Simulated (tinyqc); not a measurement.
A particle near a wafer in liquid: double-layer and van der Waals forces (DLVO), deposition barrier and removal: one step, computed by the program tinyqc. Command: `OMP_NUM_THREADS=1 python tinyqc.py 3113125 3113126 out.jsonl dlvo walk`. One thread of a shared host (Intel(R) Xeon(R) Processor @ 2.30GHz), about 0.01 s of CPU time with the checks.

Sphere and flat wall, Derjaguin approximation, constant potentials in the linear-superposition form, no retardation and no hydration force.

Problem. Barrier and secondary minimum. U(h) = Z R exp(-kappa h) - A R/(6 h); F(h) = -dU/dh = kappa Z R exp(-kappa h) - A R/(6 h^2), positive for repulsion. F = 0 reads x^2 exp(-x) = y with x = kappa h and y = A kappa/(6 Z); the left side peaks at x = 2 with 4/e^2 = 0.5413, so roots exist for smaller y: x < 2 is the barrier, x > 2 the secondary minimum.

Inputs (values chosen for the exercise, of the order of those for ceria on silica in water): particle radius R = 23 nm; Hamaker constant A = 1.4e-20 J; temperature T = 323 K.

kappa = 1.605125 1/nm

Z = 10.13641 pN

Constants: k_B = 1.380649e-23 J/K.

Give: y; position of the barrier; barrier height; position of the secondary minimum; energy at the secondary minimum.

Solution.

y = 0.369

position of the barrier = 0.626 nm

barrier height = -0.0840 k_B T

position of the secondary minimum = 2.18 nm

energy at the secondary minimum = -3.94 k_B T

The maximum lies below zero, so nothing holds the particle off. The secondary minimum is deep enough to hold particles loosely.
